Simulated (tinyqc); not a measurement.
From results back to parameters: Wannier exciton and Elliott formula. Two cases, with inputs chosen for the exercise.

Problem. Bulk exciton lines lie at Eg - Ry*/n^2 with Ry* = Ry mu/eps^2. Lines n = 1 and 2 were computed from hidden Eg and mu.

Constants: Ry = 13.60569312 eV; a0 (Bohr radius) = 0.5291772105 angstrom.
Find: Ry*; Eg; mu; a* = a0 eps/mu.

Method. The spacing is Ry* (1/1 - 1/4).

Case 1.

Values chosen (out of a larger set: near those of GaAs; not measured data): eps = 12.3 (dielectric constant).

lines (eV): 1.496777  1.499944

Solution.

Ry* = 4.22 meV
Eg = 1.5010 eV
mu = 0.047 m0
a* = a0 eps/mu = 139 angstrom

Case 2.

Values chosen (out of a larger set: near those of InP; not measured data): eps = 12.6 (dielectric constant).

lines (eV): 1.386927  1.390732

Solution.

Ry* = 5.07 meV
Eg = 1.3920 eV
mu = 0.059 m0
a* = a0 eps/mu = 113 angstrom

Computed by tinyqc, one run a case: `OMP_NUM_THREADS=1 python tinyqc.py N N+1 out.jsonl` with N = 1282709, 1282753; one thread of a shared Intel(R) Xeon(R) Processor @ 2.30GHz, about 0.03 s a run at most.
